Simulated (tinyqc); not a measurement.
Inside a calculation. Model: specific resistance of a metal-semiconductor contact and its transmission-line measurement. Computed by tinyqc, a small Python program that keeps every step. Command: `OMP_NUM_THREADS=1 python tinyqc.py 3028479 3028480 out.jsonl contact walk`. One thread of a shared host (Intel(R) Xeon(R) Processor @ 2.30GHz), about 0.01 s of CPU time with the checks. Intermediate numbers are printed to about 5 digits and carried at full precision; extremes and crossings named in words are read from the listed rows.

The barrier is parabolic (depletion approximation), energies E are normal energies counted from the band edge in the neutral semiconductor (downwards for holes), and the bias is zero. xi is an input, held fixed when other inputs move.

Inputs (values chosen for the exercise, modelled on n-type In0.53Ga0.47As):

| quantity | value | unit |
|---|---|---|
| tunnelling mass m | 0.045 | m_0 |
| permittivity eps | 13.9 | - |
| Richardson constant A* | 5.01 | A/(cm^2 K^2) |
| barrier height phi_B | 0.18 | eV |
| doping N | 4.4e+18 | 1/cm^3 |
| Fermi level above the band edge in the bulk, xi | 0.16 | eV |
| temperature T | 300 | K |
| sheet resistance R_sh | 39 | ohm |
| contact length d | 3.7 | micrometre |
| contact width W | 29 | micrometre |

Image-force lowering: left out.

Constants: hbar = 1.054571817e-34 J s; eps_0 = 8.8541878128e-12 F/m; m_0 = 9.1093837015e-31 kg; k_B = 8.617333262e-05 eV/K; e = 1.602176634e-19 C.

## Tunnelling energy and barrier

E_00 = (e hbar/2) sqrt(N/(eps eps_0 m)); band bending E_b = phi_B + xi; depletion width w = sqrt(2 eps eps_0 E_b/(e^2 N)).

E_00 = 49.242 meV

E_00/k_B T = 1.9048

depletion width = 10.896 nm

barrier used, above the bulk band edge = 0.34 eV

By the usual rule this is thermionic-field emission (0.5 to 5 k_B T).

## Transmission and supply

WKB transmission for E < E_b, with a = E/E_b: D = exp{-(E_b/E_00) [sqrt(1 - a) - a ln((1 + sqrt(1 - a))/sqrt(a))]}; D = 1 above. f = 1/(1 + exp((E - xi)/k_B T)).

E, D, f and D f at E/E_b = 0.05, 0.15, 0.3, 0.45, 0.6, 0.75, 0.9, 0.98:

| E/E_b | E (eV) | D | f | D f |
|---|---|---|---|---|
| 0.05 | 0.0170 | 2.5345e-03 | 9.9606e-01 | 0.002524 |
| 0.15 | 0.0510 | 9.0349e-03 | 9.8546e-01 | 0.008904 |
| 0.30 | 0.1020 | 3.7985e-02 | 9.0409e-01 | 0.034342 |
| 0.45 | 0.1530 | 1.1576e-01 | 5.6728e-01 | 0.065669 |
| 0.60 | 0.2040 | 2.7847e-01 | 1.5420e-01 | 0.042942 |
| 0.75 | 0.2550 | 5.4458e-01 | 2.4728e-02 | 0.013467 |
| 0.90 | 0.3060 | 8.6191e-01 | 3.5138e-03 | 0.003029 |
| 0.98 | 0.3332 | 9.8701e-01 | 1.2298e-03 | 0.001214 |

Among these points D f is largest at E/E_b = 0.45; for a non-degenerate tail the peak lies at E/E_b = 1/cosh^2(E_00/k_B T) = 0.085, but it cannot fall far below the Fermi level.

## Specific contact resistance

At zero bias 1/rho_c = (e A*/k_B^2) int D(E) f(E) dE, f = 1/(1 + exp((E - xi)/k_B T)); 200 Gauss-Legendre points from 0 to E_b, and k_B T ln(1 + exp((xi - E_b)/k_B T)) for the part above the barrier; the share of tunnelling is the part below.

specific contact resistance rho_c = 1.7128e-07 ohm cm^2

share of tunnelling = 99.717 %

rho_c by thermionic emission alone = 6.0602e-05 ohm cm^2

Tunnelling lowers rho_c by a factor 354. The field-emission exponent (E_b - xi)/E_00 is 3.7, the thermionic one (E_b - xi)/k_B T is 7.0.

## Current crowding

Transmission-line model: transfer length L_T = sqrt(rho_c/R_sh); R_c = (R_sh L_T/W) coth(d/L_T). Limits: rho_c/(W d) for d << L_T, sqrt(rho_c R_sh)/W for d >> L_T.

transfer length L_T = 0.66271 micrometre

d/L_T = 5.5832

contact resistance R_c = 0.89125 ohm

R_c W = 25.846 ohm micrometre

short-contact limit = 0.15963 ohm

long-contact limit = 0.89123 ohm

The contact is long: current crowds at the front edge, and more length does not help.

## A transmission-line measurement read back

Transmission-line model: transfer length L_T = sqrt(rho_c/R_sh); R_c = (R_sh L_T/W) coth(d/L_T). Two contacts a gap s apart give R = 2 R_c + R_sh s/W. A straight-line fit gives R_sh from the slope and R_c from the intercept; the simple reading takes L_x = R_c W/R_sh as the transfer length and rho_c = R_sh L_x^2.

Resistances:

| gap s (micrometre) | R (ohm) |
|---|---|
| 0.66 | 2.670 |
| 1.30 | 3.531 |
| 2.70 | 5.414 |
| 5.30 | 8.910 |
| 11.00 | 16.576 |

L_x = 0.66272 micrometre

rho_c by the simple reading = 1.7129e-07 ohm cm^2

simple reading over true value = 1.0001

The simple reading is right, since coth(d/L_T) is 1 for so long a contact.

Checks made by the program: closed WKB exponent against numerical integration over the parabolic barrier (relative difference below 1e-10).
